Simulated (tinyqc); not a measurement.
Inside a calculation (part 1 of 2). Method: RHF in the sto-3g basis, for BeH2, spin multiplicity 1. Computed by tinyqc, a small Python program that keeps every step (integrals from PySCF). Settings: charge = 0, multiplicity = 1, basis = sto-3g, energy threshold = 1e-10, iteration cap = 88, orthogonalisation = symmetric, start = core, DIIS depth = 8, method = RHF. Command: `OMP_NUM_THREADS=1 python tinyqc.py 22238 22239 out.jsonl` (the two numbers bound the seeds that draw the settings). One thread of a shared host (Intel(R) Xeon(R) Processor @ 2.60GHz), about 0.07 s of CPU time with the checks. Later iterations appear only in the table of the cycle.

## One-electron integrals

Geometry (angstrom):
```
atom         x          y         z
Be    0.000000   0.000000  0.000000
H     0.000000   1.281000  0.000000
H     0.000000  -1.281000  0.000000
```

Basis sto-3g: exponents (1/bohr^2) and contraction coefficients of normalised primitives:
```
element  l (shell)   exponent  coefficient
Be           s (1)  30.167871     0.154329
Be           s (1)   5.495115     0.535328
Be           s (1)   1.487193     0.444635
Be           s (2)   1.314833    -0.099967
Be           s (2)   0.305539     0.399513
Be           s (2)   0.099371     0.700115
Be           p (3)   1.314833     0.155916
Be           p (3)   0.305539     0.607684
Be           p (3)   0.099371     0.391957
H            s (1)   3.425251     0.154329
H            s (1)   0.623914     0.535328
H            s (1)   0.168855     0.444635
```

Overlap, kinetic and nuclear-attraction integrals over the contracted functions; the nuclear repulsion is the sum of Za Zb / Rab.

nuclear repulsion = 3.51132419 hartree

overlap S, order 1Be 1s, 1Be 2s, 1Be 2px, 1Be 2py, 1Be 2pz, 2H 1s, 3H 1s:
```
[[1.000000, 0.259517, 0.000000, 0.000000, 0.000000, 0.079165, 0.079165],
 [0.259517, 1.000000, 0.000000, 0.000000, 0.000000, 0.484003, 0.484003],
 [0.000000, 0.000000, 1.000000, 0.000000, 0.000000, 0.000000, 0.000000],
 [0.000000, 0.000000, 0.000000, 1.000000, 0.000000, 0.541774, -0.541774],
 [0.000000, 0.000000, 0.000000, 0.000000, 1.000000, 0.000000, 0.000000],
 [0.079165, 0.484003, 0.000000, 0.541774, 0.000000, 1.000000, 0.044040],
 [0.079165, 0.484003, 0.000000, -0.541774, 0.000000, 0.044040, 1.000000]]
```

kinetic energy T (hartree), order 1Be 1s, 1Be 2s, 1Be 2px, 1Be 2py, 1Be 2pz, 2H 1s, 3H 1s:
```
[[6.693975, -0.033012, 0.000000, 0.000000, 0.000000, -0.016700, -0.016700],
 [-0.033012, 0.211111, 0.000000, 0.000000, 0.000000, 0.078594, 0.078594],
 [0.000000, 0.000000, 0.660592, 0.000000, 0.000000, 0.000000, 0.000000],
 [0.000000, 0.000000, 0.000000, 0.660592, 0.000000, 0.214133, -0.214133],
 [0.000000, 0.000000, 0.000000, 0.000000, 0.660592, 0.000000, 0.000000],
 [-0.016700, 0.078594, 0.000000, 0.214133, 0.000000, 0.760032, -0.010263],
 [-0.016700, 0.078594, 0.000000, -0.214133, 0.000000, -0.010263, 0.760032]]
```

nuclear attraction V (hartree), order 1Be 1s, 1Be 2s, 1Be 2px, 1Be 2py, 1Be 2pz, 2H 1s, 3H 1s:
```
[[-15.387286, -2.113655, 0.000000, 0.000000, 0.000000, -0.645789, -0.645789],
 [-2.113655, -3.076226, 0.000000, 0.000000, 0.000000, -1.469482, -1.469482],
 [0.000000, 0.000000, -2.975655, 0.000000, 0.000000, 0.000000, 0.000000],
 [0.000000, 0.000000, 0.000000, -3.222281, 0.000000, -1.610431, 1.610431],
 [0.000000, 0.000000, 0.000000, 0.000000, -2.975655, 0.000000, 0.000000],
 [-0.645789, -1.469482, 0.000000, -1.610431, 0.000000, -3.068903, -0.155635],
 [-0.645789, -1.469482, 0.000000, 1.610431, 0.000000, -0.155635, -3.068903]]
```

core Hamiltonian H = T + V (hartree), order 1Be 1s, 1Be 2s, 1Be 2px, 1Be 2py, 1Be 2pz, 2H 1s, 3H 1s:
```
[[-8.693311, -2.146668, 0.000000, 0.000000, 0.000000, -0.662489, -0.662489],
 [-2.146668, -2.865115, 0.000000, 0.000000, 0.000000, -1.390888, -1.390888],
 [0.000000, 0.000000, -2.315063, 0.000000, 0.000000, 0.000000, 0.000000],
 [0.000000, 0.000000, 0.000000, -2.561689, 0.000000, -1.396299, 1.396299],
 [0.000000, 0.000000, 0.000000, 0.000000, -2.315063, 0.000000, 0.000000],
 [-0.662489, -1.390888, 0.000000, -1.396299, 0.000000, -2.308872, -0.165899],
 [-0.662489, -1.390888, 0.000000, 1.396299, 0.000000, -0.165899, -2.308872]]
```

## Two-electron integrals

Functions are numbered as in S; the eight-fold symmetry (ij|kl) = (ji|kl) = (kl|ij) leaves the list below.

Two-electron integrals (ij|kl) in chemists' order, unique and non-zero (hartree):
```
(11|11) 2.298831    (21|11) 0.392036    (21|21) 0.079539    (22|11) 0.570988
(22|21) 0.143041    (22|22) 0.417683    (31|31) 0.014607    (32|31) 0.021888
(32|32) 0.092265    (33|11) 0.569578    (33|21) 0.143083    (33|22) 0.417589
(33|33) 0.449859    (41|41) 0.014607    (42|41) 0.021888    (42|42) 0.092265
(43|43) 0.024249    (44|11) 0.569578    (44|21) 0.143083    (44|22) 0.417589
(44|33) 0.401360    (44|44) 0.449859    (51|51) 0.014607    (52|51) 0.021888
(52|52) 0.092265    (53|53) 0.024249    (54|54) 0.024249    (55|11) 0.569578
(55|21) 0.143083    (55|22) 0.417589    (55|33) 0.401360    (55|44) 0.401360
(55|55) 0.449859    (61|11) 0.118684    (61|21) 0.024043    (61|22) 0.043484
(61|33) 0.043164    (61|41) 0.002178    (61|42) 0.004034    (61|44) 0.044150
(61|55) 0.043164    (61|61) 0.007637    (62|11) 0.244310    (62|21) 0.061865
(62|22) 0.191684    (62|33) 0.184950    (62|41) 0.008148    (62|42) 0.046377
(62|44) 0.204982    (62|55) 0.184950    (62|61) 0.020622    (62|62) 0.122834
(63|31) 0.006203    (63|32) 0.027625    (63|43) 0.008423    (63|63) 0.012591
(64|11) 0.247463    (64|21) 0.063516    (64|22) 0.206593    (64|33) 0.194429
(64|41) 0.013443    (64|42) 0.072893    (64|44) 0.230706    (64|55) 0.194429
(64|61) 0.022331    (64|62) 0.151710    (64|64) 0.195605    (65|51) 0.006203
(65|52) 0.027625    (65|54) 0.008423    (65|65) 0.012591    (66|11) 0.408182
(66|21) 0.105322    (66|22) 0.361522    (66|33) 0.335416    (66|41) 0.017732
(66|42) 0.124531    (66|44) 0.413419    (66|55) 0.335416    (66|61) 0.036380
(66|62) 0.284323    (66|64) 0.375416    (66|66) 0.774606    (71|11) 0.118684
(71|21) 0.024043    (71|22) 0.043484    (71|33) 0.043164    (71|41) -0.002178
(71|42) -0.004034   (71|44) 0.044150    (71|55) 0.043164    (71|61) 0.006949
(71|62) 0.017400    (71|64) 0.017061    (71|66) 0.029032    (71|71) 0.007637
(72|11) 0.244310    (72|21) 0.061865    (72|22) 0.191684    (72|33) 0.184950
(72|41) -0.008148   (72|42) -0.046377   (72|44) 0.204982    (72|55) 0.184950
(72|61) 0.017400    (72|62) 0.068968    (72|64) 0.066479    (72|66) 0.119602
(72|71) 0.020622    (72|72) 0.122834    (73|31) 0.006203    (73|32) 0.027625
(73|43) -0.008423   (73|63) 0.005875    (73|73) 0.012591    (74|11) -0.247463
(74|21) -0.063516   (74|22) -0.206593   (74|33) -0.194429   (74|41) 0.013443
(74|42) 0.072893    (74|44) -0.230706   (74|55) -0.194429   (74|61) -0.017061
(74|62) -0.066479   (74|64) -0.060281   (74|66) -0.112040   (74|71) -0.022331
(74|72) -0.151710   (74|74) 0.195605    (75|51) 0.006203    (75|52) 0.027625
(75|54) -0.008423   (75|65) 0.005875    (75|75) 0.012591    (76|11) 0.028278
(76|21) 0.006978    (76|22) 0.019491    (76|33) 0.019167    (76|44) 0.020129
(76|55) 0.019167    (76|61) 0.002132    (76|62) 0.009180    (76|64) 0.010064
(76|66) 0.017801    (76|71) 0.002132    (76|72) 0.009180    (76|74) -0.010064
(76|76) 0.000929    (77|11) 0.408182    (77|21) 0.105322    (77|22) 0.361522
(77|33) 0.335416    (77|41) -0.017732   (77|42) -0.124531   (77|44) 0.413419
(77|55) 0.335416    (77|61) 0.029032    (77|62) 0.119602    (77|64) 0.112040
(77|66) 0.206472    (77|71) 0.036380    (77|72) 0.284323    (77|74) -0.375416
(77|76) 0.017801    (77|77) 0.774606
```

## Orthogonalisation

S = U s U^T; symmetric (Loewdin) form X = U s^(-1/2) U^T, so that X^T S X = 1.

eigenvalues of S: [0.211479, 0.318550, 0.931933, 1.000000, 1.000000, 1.744481, 1.793557]

X, order 1Be 1s, 1Be 2s, 1Be 2px, 1Be 2py, 1Be 2pz, 2H 1s, 3H 1s:
```
[[1.028186, -0.152508, 0.000000, 0.000000, 0.000000, 0.015412, 0.015412],
 [-0.152508, 1.295323, 0.000000, 0.000000, 0.000000, -0.343634, -0.343634],
 [0.000000, 0.000000, 1.000000, 0.000000, 0.000000, 0.000000, 0.000000],
 [0.000000, 0.000000, 0.000000, 1.445470, 0.000000, -0.500924, 0.500924],
 [0.000000, 0.000000, 0.000000, 0.000000, 1.000000, 0.000000, 0.000000],
 [0.015412, -0.343634, 0.000000, -0.500924, 0.000000, 1.358518, -0.127672],
 [0.015412, -0.343634, 0.000000, 0.500924, 0.000000, -0.127672, 1.358518]]
```

## Starting guess

The start is the orbitals of the core Hamiltonian; D = 2 C_occ C_occ^T.

D at the start, order 1Be 1s, 1Be 2s, 1Be 2px, 1Be 2py, 1Be 2pz, 2H 1s, 3H 1s:
```
[[2.125439, -0.427527, 0.000000, 0.000000, 0.000000, -0.072627, -0.072627],
 [-0.427527, 1.360200, 0.000000, 0.000000, 0.000000, 0.313754, 0.313754],
 [0.000000, 0.000000, 0.000000, 0.000000, 0.000000, 0.000000, 0.000000],
 [0.000000, 0.000000, 0.000000, 1.887852, 0.000000, 0.050556, -0.050556],
 [0.000000, 0.000000, 0.000000, 0.000000, 0.000000, 0.000000, 0.000000],
 [-0.072627, 0.313754, 0.000000, 0.050556, 0.000000, 0.074066, 0.071358],
 [-0.072627, 0.313754, 0.000000, -0.050556, 0.000000, 0.071358, 0.074066]]
```

## Iteration 1: building the Fock matrix

J_ij = sum D_kl (ij|kl), K_ij = sum D_kl (ik|jl); F = H + J - 0.5 K; E = tr D H + tr D J / 2 - 0.25 tr D K + E_nn.

Coulomb J (hartree), order 1Be 1s, 1Be 2s, 1Be 2px, 1Be 2py, 1Be 2pz, 2H 1s, 3H 1s:
```
[[6.789427, 1.330023, 0.000000, 0.000000, 0.000000, 0.405067, 0.405067],
 [1.330023, 2.773819, 0.000000, 0.000000, 0.000000, 1.282197, 1.282197],
 [0.000000, 0.000000, 2.725289, 0.000000, 0.000000, 0.000000, 0.000000],
 [0.000000, 0.000000, 0.000000, 2.860730, 0.000000, 1.382812, -1.382812],
 [0.000000, 0.000000, 0.000000, 0.000000, 2.725289, 0.000000, 0.000000],
 [0.405067, 1.282197, 0.000000, 1.382812, 0.000000, 2.418184, 0.134355],
 [0.405067, 1.282197, 0.000000, -1.382812, 0.000000, 0.134355, 2.418184]]
```

exchange K (hartree), order 1Be 1s, 1Be 2s, 1Be 2px, 1Be 2py, 1Be 2pz, 2H 1s, 3H 1s:
```
[[4.684834, 0.824916, 0.000000, 0.000000, 0.000000, 0.267701, 0.267701],
 [0.824916, 1.049074, 0.000000, 0.000000, 0.000000, 0.614741, 0.614741],
 [0.000000, 0.000000, 0.220883, 0.000000, 0.000000, 0.000000, 0.000000],
 [0.000000, 0.000000, 0.000000, 1.141699, 0.000000, 0.614788, -0.614788],
 [0.000000, 0.000000, 0.000000, 0.000000, 0.220883, 0.000000, 0.000000],
 [0.267701, 0.614741, 0.000000, 0.614788, 0.000000, 0.810457, 0.063312],
 [0.267701, 0.614741, 0.000000, -0.614788, 0.000000, 0.063312, 0.810457]]
```

Fock matrix F (hartree), order 1Be 1s, 1Be 2s, 1Be 2px, 1Be 2py, 1Be 2pz, 2H 1s, 3H 1s:
```
[[-4.246301, -1.229103, 0.000000, 0.000000, 0.000000, -0.391273, -0.391273],
 [-1.229103, -0.615833, 0.000000, 0.000000, 0.000000, -0.416061, -0.416061],
 [0.000000, 0.000000, 0.299785, 0.000000, 0.000000, 0.000000, 0.000000],
 [0.000000, 0.000000, 0.000000, -0.271808, 0.000000, -0.320881, 0.320881],
 [0.000000, 0.000000, 0.000000, 0.000000, 0.299785, 0.000000, 0.000000],
 [-0.391273, -0.416061, 0.000000, -0.320881, 0.000000, -0.295916, -0.063200],
 [-0.391273, -0.416061, 0.000000, 0.320881, 0.000000, -0.063200, -0.295916]]
```

total energy of this density = -15.20233625 hartree

## Iteration 1: diagonalisation and new density

Diagonalise F' = X^T F X, C = X C', fill 3 alpha and 3 beta electrons from the bottom; D = 2 C_occ C_occ^T. Each column has its largest component positive (the first on a tie).

F' = X^T F X (hartree):
```
[[-4.138966, -0.656133, 0.000000, 0.000000, 0.000000, -0.082072, -0.082072],
 [-0.656133, -0.072485, 0.000000, 0.000000, 0.000000, -0.336974, -0.336974],
 [0.000000, 0.000000, 0.299785, 0.000000, 0.000000, 0.000000, 0.000000],
 [0.000000, 0.000000, 0.000000, 0.244662, 0.000000, -0.480306, 0.480306],
 [0.000000, 0.000000, 0.000000, 0.000000, 0.299785, 0.000000, 0.000000],
 [-0.082072, -0.336974, 0.000000, -0.480306, 0.000000, 0.156933, -0.148188],
 [-0.082072, -0.336974, 0.000000, 0.480306, 0.000000, -0.148188, 0.156933]]
```

orbital energies (hartree): [-4.250671, -0.428339, -0.405036, 0.299785, 0.299785, 0.476304, 0.954819]

coefficients C, order 1Be 1s, 1Be 2s, 1Be 2px, 1Be 2py, 1Be 2pz, 2H 1s, 3H 1s:
```
[[0.990482, -0.237286, 0.000000, 0.000000, 0.000000, -0.208664, 0.000000],
 [0.035058, 0.566918, 0.000000, 0.000000, 0.000000, 1.270694, 0.000000],
 [0.000000, 0.000000, 0.000000, 0.014949, 0.999888, 0.000000, 0.000000],
 [0.000000, 0.000000, 0.554914, 0.000000, 0.000000, 0.000000, 1.511061],
 [0.000000, 0.000000, 0.000000, 0.999888, -0.014949, 0.000000, 0.000000],
 [-0.000807, 0.380797, 0.364393, 0.000000, 0.000000, -0.854872, -1.105678],
 [-0.000807, 0.380797, -0.364393, 0.000000, 0.000000, -0.854872, 1.105678]]
```

D after iteration 1, order 1Be 1s, 1Be 2s, 1Be 2px, 1Be 2py, 1Be 2pz, 2H 1s, 3H 1s:
```
[[2.074718, -0.199595, 0.000000, 0.000000, 0.000000, -0.182314, -0.182314],
 [-0.199595, 0.645250, 0.000000, 0.000000, 0.000000, 0.431705, 0.431705],
 [0.000000, 0.000000, 0.000000, 0.000000, 0.000000, 0.000000, 0.000000],
 [0.000000, 0.000000, 0.000000, 0.615859, 0.000000, 0.404413, -0.404413],
 [0.000000, 0.000000, 0.000000, 0.000000, 0.000000, 0.000000, 0.000000],
 [-0.182314, 0.431705, 0.000000, 0.404413, 0.000000, 0.555579, 0.024450],
 [-0.182314, 0.431705, 0.000000, -0.404413, 0.000000, 0.024450, 0.555579]]
```

Within a degenerate level the vectors are fixed only up to a rotation; this is one choice.

## Iteration 2: building the Fock matrix

As before.

Coulomb J (hartree), order 1Be 1s, 1Be 2s, 1Be 2px, 1Be 2py, 1Be 2pz, 2H 1s, 3H 1s:
```
[[6.522714, 1.271445, 0.000000, 0.000000, 0.000000, 0.387704, 0.387704],
 [1.271445, 2.690376, 0.000000, 0.000000, 0.000000, 1.285182, 1.285182],
 [0.000000, 0.000000, 2.617282, 0.000000, 0.000000, 0.000000, 0.000000],
 [0.000000, 0.000000, 0.000000, 2.826427, 0.000000, 1.415751, -1.415751],
 [0.000000, 0.000000, 0.000000, 0.000000, 2.617282, 0.000000, 0.000000],
 [0.387704, 1.285182, 0.000000, 1.415751, 0.000000, 2.557806, 0.131261],
 [0.387704, 1.285182, 0.000000, -1.415751, 0.000000, 0.131261, 2.557806]]
```

exchange K (hartree), order 1Be 1s, 1Be 2s, 1Be 2px, 1Be 2py, 1Be 2pz, 2H 1s, 3H 1s:
```
[[4.640561, 0.816030, 0.000000, 0.000000, 0.000000, 0.254995, 0.254995],
 [0.816030, 0.935024, 0.000000, 0.000000, 0.000000, 0.668356, 0.668356],
 [0.000000, 0.000000, 0.167119, 0.000000, 0.000000, 0.000000, 0.000000],
 [0.000000, 0.000000, 0.000000, 1.061823, 0.000000, 0.723480, -0.723480],
 [0.000000, 0.000000, 0.000000, 0.000000, 0.167119, 0.000000, 0.000000],
 [0.254995, 0.668356, 0.000000, 0.723480, 0.000000, 1.173957, 0.057047],
 [0.254995, 0.668356, 0.000000, -0.723480, 0.000000, 0.057047, 1.173957]]
```

Fock matrix F (hartree), order 1Be 1s, 1Be 2s, 1Be 2px, 1Be 2py, 1Be 2pz, 2H 1s, 3H 1s:
```
[[-4.490878, -1.283238, 0.000000, 0.000000, 0.000000, -0.402283, -0.402283],
 [-1.283238, -0.642251, 0.000000, 0.000000, 0.000000, -0.439884, -0.439884],
 [0.000000, 0.000000, 0.218660, 0.000000, 0.000000, 0.000000, 0.000000],
 [0.000000, 0.000000, 0.000000, -0.266173, 0.000000, -0.342288, 0.342288],
 [0.000000, 0.000000, 0.000000, 0.000000, 0.218660, 0.000000, 0.000000],
 [-0.402283, -0.439884, 0.000000, -0.342288, 0.000000, -0.338044, -0.063162],
 [-0.402283, -0.439884, 0.000000, 0.342288, 0.000000, -0.063162, -0.338044]]
```

total energy of this density = -15.55801454 hartree

## Iteration 2: DIIS over 2 matrices

error matrix X^T (FDS - SDF) X:
```
[[0.000000, -0.000950, 0.000000, 0.000000, 0.000000, -0.002042, -0.002042],
 [0.000950, 0.000000, 0.000000, 0.000000, 0.000000, 0.023088, 0.023088],
 [0.000000, 0.000000, 0.000000, 0.000000, 0.000000, 0.000000, 0.000000],
 [0.000000, 0.000000, 0.000000, 0.000000, 0.000000, 0.058544, -0.058544],
 [0.000000, 0.000000, 0.000000, 0.000000, 0.000000, 0.000000, 0.000000],
 [0.002042, -0.023088, 0.000000, -0.058544, 0.000000, 0.000000, 0.000000],
 [0.002042, -0.023088, 0.000000, 0.058544, 0.000000, 0.000000, 0.000000]]
```

B (overlaps of the stored error matrices):
```
[[1.4962094e+00, 1.4904067e-01],
 [1.4904067e-01, 1.5860235e-02]]
```

Minimise |sum c_i e_i|^2 with sum c_i = 1: solve [B -1; -1 0][c; lambda] = [0; -1] with B_ij = tr e_i^T e_j, and take F = sum c_i F_i.

DIIS coefficients: [-0.109705, 1.109705]

extrapolated F (hartree), order 1Be 1s, 1Be 2s, 1Be 2px, 1Be 2py, 1Be 2pz, 2H 1s, 3H 1s:
```
[[-4.517709, -1.289176, 0.000000, 0.000000, 0.000000, -0.403491, -0.403491],
 [-1.289176, -0.645149, 0.000000, 0.000000, 0.000000, -0.442497, -0.442497],
 [0.000000, 0.000000, 0.209760, 0.000000, 0.000000, 0.000000, 0.000000],
 [0.000000, 0.000000, 0.000000, -0.265555, 0.000000, -0.344636, 0.344636],
 [0.000000, 0.000000, 0.000000, 0.000000, 0.209760, 0.000000, 0.000000],
 [-0.403491, -0.442497, 0.000000, -0.344636, 0.000000, -0.342666, -0.063158],
 [-0.403491, -0.442497, 0.000000, 0.344636, 0.000000, -0.063158, -0.342666]]
```

## Iteration 2: diagonalisation and new density

As before.

F' = X^T F X (hartree):
```
[[-4.408280, -0.683830, 0.000000, 0.000000, 0.000000, -0.077654, -0.077654],
 [-0.683830, -0.070774, 0.000000, 0.000000, 0.000000, -0.353848, -0.353848],
 [0.000000, 0.000000, 0.209760, 0.000000, 0.000000, 0.000000, 0.000000],
 [0.000000, 0.000000, 0.000000, 0.303047, 0.000000, -0.512953, 0.512953],
 [0.000000, 0.000000, 0.000000, 0.000000, 0.209760, 0.000000, 0.000000],
 [-0.077654, -0.353848, 0.000000, -0.512953, 0.000000, 0.125826, -0.149823],
 [-0.077654, -0.353848, 0.000000, 0.512953, 0.000000, -0.149823, 0.125826]]
```

orbital energies (hartree): [-4.521203, -0.469082, -0.436206, 0.209760, 0.209760, 0.487235, 1.014902]

coefficients C, order 1Be 1s, 1Be 2s, 1Be 2px, 1Be 2py, 1Be 2pz, 2H 1s, 3H 1s:
```
[[0.991721, -0.228385, 0.000000, 0.000000, 0.000000, -0.212673, 0.000000],
 [0.031793, 0.542920, 0.000000, 0.000000, 0.000000, 1.281216, 0.000000],
 [0.000000, 0.000000, 0.000000, 0.000000, 1.000000, 0.000000, 0.000000],
 [0.000000, 0.000000, 0.506775, 0.000000, 0.000000, 0.000000, 1.527879],
 [0.000000, 0.000000, 0.000000, 1.000000, 0.000000, 0.000000, 0.000000],
 [-0.002389, 0.396909, 0.399230, 0.000000, 0.000000, -0.847508, -1.093582],
 [-0.002389, 0.396909, -0.399230, 0.000000, 0.000000, -0.847508, 1.093582]]
```

D after iteration 2, order 1Be 1s, 1Be 2s, 1Be 2px, 1Be 2py, 1Be 2pz, 2H 1s, 3H 1s:
```
[[2.071340, -0.184931, 0.000000, 0.000000, 0.000000, -0.186036, -0.186036],
 [-0.184931, 0.591545, 0.000000, 0.000000, 0.000000, 0.430828, 0.430828],
 [0.000000, 0.000000, 0.000000, 0.000000, 0.000000, 0.000000, 0.000000],
 [0.000000, 0.000000, 0.000000, 0.513643, 0.000000, 0.404640, -0.404640],
 [0.000000, 0.000000, 0.000000, 0.000000, 0.000000, 0.000000, 0.000000],
 [-0.186036, 0.430828, 0.000000, 0.404640, 0.000000, 0.633855, -0.003685],
 [-0.186036, 0.430828, 0.000000, -0.404640, 0.000000, -0.003685, 0.633855]]
```

Within a degenerate level the vectors are fixed only up to a rotation; this is one choice.
